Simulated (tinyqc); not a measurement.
Worked calculation: sp3 tight binding, zinc-blende lattice. Computed by tinyqc, a small Python program that keeps every step. Command: `OMP_NUM_THREADS=1 python tinyqc.py 22632 22633 out.jsonl` (the two numbers bound the seeds that draw the settings). One thread of a shared host (Intel(R) Xeon(R) Processor @ 2.60GHz), about 0.01 s of CPU time with the checks.

## Bloch Hamiltonian at k

Parameters chosen for this model: zinc-blende lattice, anion at 0, cation at a/4 (1,1,1); V = eta hbar^2 / (m d^2), hbar^2/m = 7.619964 eV angstrom^2:
```
parameter          value      unit
a               5.440000  angstrom
d               2.355589  angstrom
Es anion      -16.000000        eV
Ep anion       -8.840000        eV
Es cation     -12.090000        eV
Ep cation      -6.800000        eV
eta ss         -1.400000
eta sp          1.840000
eta pp sigma    3.240000
eta pp pi      -0.810000
V ss           -1.922569        eV
V sp            2.526805        eV
V pp sigma      4.449373        eV
V pp pi        -1.112343        eV
```

k point k (2 pi / a): 0.790000  0.080000  0.180000

Slater-Koster rules over the four bonds with direction cosines (l, m, n): ss V_ss; s-px l V_sp; px-s -l V_sp; px-px l^2 V_pps + (1 - l^2) V_ppp; px-py l m (V_pps - V_ppp); each times exp(i k.d).

H(k) at k (eV):
```
                      a s                 a px                 a py                 a pz
a s            -16.000000             0.000000             0.000000             0.000000
a px             0.000000            -8.840000             0.000000             0.000000
a py             0.000000             0.000000            -8.840000             0.000000
a pz             0.000000             0.000000             0.000000            -8.840000
c s   -2.373243-0.254407i   0.066094+5.259777i   1.528106+0.227497i   0.664464+0.523188i
c px  -0.066094-5.259777i   0.915394+0.098128i  -0.844400-0.664866i  -1.941915-0.289103i
c py  -1.528106-0.227497i  -0.844400-0.664866i   0.915394+0.098128i  -0.083992-6.684115i
c pz  -0.664464-0.523188i  -1.941915-0.289103i  -0.083992-6.684115i   0.915394+0.098128i

                      c s                 c px                 c py                 c pz
a s   -2.373243+0.254407i  -0.066094+5.259777i  -1.528106+0.227497i  -0.664464+0.523188i
a px   0.066094-5.259777i   0.915394-0.098128i  -0.844400+0.664866i  -1.941915+0.289103i
a py   1.528106-0.227497i  -0.844400+0.664866i   0.915394-0.098128i  -0.083992+6.684115i
a pz   0.664464-0.523188i  -1.941915+0.289103i  -0.083992+6.684115i   0.915394-0.098128i
c s            -12.090000             0.000000             0.000000             0.000000
c px             0.000000            -6.800000             0.000000             0.000000
c py             0.000000             0.000000            -6.800000             0.000000
c pz             0.000000             0.000000             0.000000            -6.800000
```

## Levels at k

Diagonalise the Hermitian matrix.

eigenvalues (eV): -19.473934  -15.934256  -14.992138  -14.761264  -4.655828  -3.914018  -0.812944  -0.465617

weights |c|^2 of the basis functions:
```
        band 1    band 2    band 3    band 4    band 5    band 6    band 7    band 8
a s   0.690335  0.088832  0.011602  0.009143  0.076037  0.121850  0.000330  0.001871
a px  0.029404  0.231836  0.066506  0.070896  0.412863  0.150301  0.003995  0.034199
a py  0.000133  0.073140  0.341056  0.141091  0.041794  0.007974  0.191513  0.203299
a pz  0.000689  0.080366  0.141772  0.345786  0.006781  0.001934  0.231380  0.191292
c s   0.155390  0.392277  0.043286  0.029584  0.340564  0.035897  0.000448  0.002554
c px  0.113206  0.032507  0.038066  0.037691  0.101682  0.626369  0.005359  0.045120
c py  0.006636  0.068526  0.160304  0.174600  0.017674  0.046510  0.256583  0.269166
c pz  0.004208  0.032514  0.197408  0.191209  0.002605  0.009164  0.310393  0.252498
```

## Bloch Hamiltonian at G

k point G (2 pi / a): 0  0  0

As before.

H(k) at G (eV):
```
             a s       a px       a py       a pz         c s       c px       c py       c pz
a s   -16.000000   0.000000   0.000000   0.000000   -7.690275   0.000000   0.000000   0.000000
a px    0.000000  -8.840000   0.000000   0.000000    0.000000   2.966249   0.000000   0.000000
a py    0.000000   0.000000  -8.840000   0.000000    0.000000   0.000000   2.966249   0.000000
a pz    0.000000   0.000000   0.000000  -8.840000    0.000000   0.000000   0.000000   2.966249
c s    -7.690275   0.000000   0.000000   0.000000  -12.090000   0.000000   0.000000   0.000000
c px    0.000000   2.966249   0.000000   0.000000    0.000000  -6.800000   0.000000   0.000000
c py    0.000000   0.000000   2.966249   0.000000    0.000000   0.000000  -6.800000   0.000000
c pz    0.000000   0.000000   0.000000   2.966249    0.000000   0.000000   0.000000  -6.800000
```

## Levels at G

As before.

eigenvalues (eV): -21.979882  -10.956723  -10.956723  -10.956723  -6.110118  -4.683277  -4.683277  -4.683277

## Bands along a path

The same steps at evenly spaced points between the labelled ones.

Bands along the path (eV):
```
k             band 1      band 2      band 3      band 4     band 5     band 6     band 7     band 8
L         -19.864767  -17.117237  -13.110200  -13.110200  -6.398259  -2.529800  -2.529800  -0.349737
L-G 0.25  -20.404178  -16.191952  -12.852755  -12.852755  -6.306711  -2.787245  -2.787245  -0.827159
L-G 0.50  -21.212376  -14.274725  -12.168865  -12.168865  -6.101959  -3.471135  -3.471135  -2.140939
L-G 0.75  -21.779554  -12.138254  -11.355057  -11.355057  -5.979893  -4.284943  -4.284943  -3.832298
G         -21.979882  -10.956723  -10.956723  -10.956723  -6.110118  -4.683277  -4.683277  -4.683277
G-X 0.25  -21.710829  -11.894778  -11.894778  -11.728773  -5.697276  -4.593122  -3.745222  -3.745222
G-X 0.50  -20.927749  -13.558941  -13.558941  -13.437371  -5.008383  -4.356497  -2.081059  -2.081059
G-X 0.75  -19.742942  -15.345399  -14.839051  -14.839051  -4.554317  -4.087342  -0.800949  -0.800949
X         -18.830475  -16.522440  -15.305443  -15.305443  -4.407560  -3.969525  -0.334557  -0.334557
X-W 0.25  -18.830475  -16.522440  -15.305443  -15.305443  -4.407560  -3.969525  -0.334557  -0.334557
X-W 0.50  -18.830475  -16.522440  -15.305443  -15.305443  -4.407560  -3.969525  -0.334557  -0.334557
X-W 0.75  -18.830475  -16.522440  -15.305443  -15.305443  -4.407560  -3.969525  -0.334557  -0.334557
W         -18.830475  -16.522440  -15.305443  -15.305443  -4.407560  -3.969525  -0.334557  -0.334557
```

With 4 band(s) filled, the highest filled level on these points lies at G and the lowest empty one at L: a gap of 4.5585 eV, indirect.
